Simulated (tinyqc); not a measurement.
From island density N on a flat surface back to deposition rate F: epitaxial growth on a vicinal surface: Burton-Cabrera-Frank step flow, step-edge barrier and island nucleation. Computed by tinyqc, a small Python program. Command: `OMP_NUM_THREADS=1 python tinyqc.py 3003233 3003234 out.jsonl stepflow inv`. One thread of a shared host (Intel(R) Xeon(R) Processor @ 2.30GHz), about 0.05 s of CPU time with the checks.

Adatoms land at rate F, hop on a square grid (a simplification for hexagonal faces), desorb, or join steps. Lengths are in units of a and n is the adatom coverage. Steps ascend at x = 0 and descend at x = l.

Inputs (values chosen for the exercise, close to those used for GaAs(001)):
```
quantity                     value      unit
site spacing a                   4  angstrom
step height h                 2.83  angstrom
diffusion barrier E_d          1.2        eV
desorption energy E_a         2.53        eV
adatom formation energy E_f  0.871        eV
step-edge barrier E_s        0.071        eV
attempt frequency nu             5       THz
miscut angle                     2   degrees
temperature T                  620         C
critical nucleus size i          1         -
```

Constants: k_B = 8.617333262e-05 eV/K.

Method:
- D = nu exp(-E_d/(k_B T)) (a^2/s, nu counted per direction); tau = exp(E_a/(k_B T))/nu; x_s = sqrt(D tau); n_eq = exp(-E_f/(k_B T)); terrace width l = h/(a tan(miscut)); Schwoebel length l_s = exp(E_s/(k_B T)) - 1.
- Temperatures in kelvin are T(C) + 273.15.
- D n'' - n/tau + F = 0 with n(0) = n_eq and -l_s n'(l) = n(l) - n_eq. With u = n - F tau, A = n_eq - F tau, y = l/x_s, s = l_s/x_s: u = A cosh(x/x_s) + B sinh(x/x_s), B = A (1 - cosh y - s sinh y)/(sinh y + s cosh y). Flux into the ascending step J+ = D B/x_s, over the descending one J- = -(D/x_s)(A sinh y + B cosh y); step velocity J+ + J-; growth rate (J+ + J-)/l. For small y: J+ + J- = (F - n_eq/tau) l, J-/J+ = l/(l + 2 l_s).
- The coverage peaks where n' = 0, tanh(x/x_s) = -B/A.
- Island density on a flat surface without desorption: N = 0.25 (F/D)^(i/(i+2)) exp(E_i/((i+2) k_B T)) per site, with E_i = 0 for i = 1; spacing l_n = N^(-1/2). Step flow needs an effective width l_eff = 2 x(peak) below l_n.

Task: A run gave the result below. Find the deposition rate F, known to lie between 0.054 and 0.094 layers/s.

island density N on a flat surface = 0.001064418 per site

Result:

Each step takes the trial c = (a f_b - b f_a)/(f_b - f_a), f being the result less the target and a, b, c the logarithms of the listed values; c replaces end b, the old b replaces a if the sign of f changed, and otherwise f_a is halved.

Scan of the range:
```
deposition rate F (layers/s)  island density N on a flat surface (per site)
0.0540                                                           0.00099884
0.0592                                                           0.00102992
0.0650                                                           0.00106251
0.0712                                                           0.00109528
0.0781                                                           0.00112957
0.0857                                                           0.00116508
0.0940                                                           0.00120154
```

False position (Illinois rule, in the logarithm of the input) inside the bracket:
```
step      end a      end b      trial  island density N on a flat surface (per site)
1     0.0650000  0.0712000  0.0653450                                     0.00106439
2     0.0712000  0.0653450  0.0653499                                     0.00106442
3     0.0712000  0.0653499  0.0653501                                     0.00106442
4     0.0653499  0.0653501  0.0653500                                     0.00106442
```

Island density N on a flat surface rises at every point of a 13-point scan of the range (every second point is shown), so one value fits; it is bracketed by 0.0650 and 0.0712. The scan shows a pure power law with exponent 0.3333, so scaling from any one row also gives the answer directly. Answer: deposition rate F = 0.06535 layers/s.

Caution: the prefactor 0.25 and the criterion are estimates, good to a factor of about two in length.
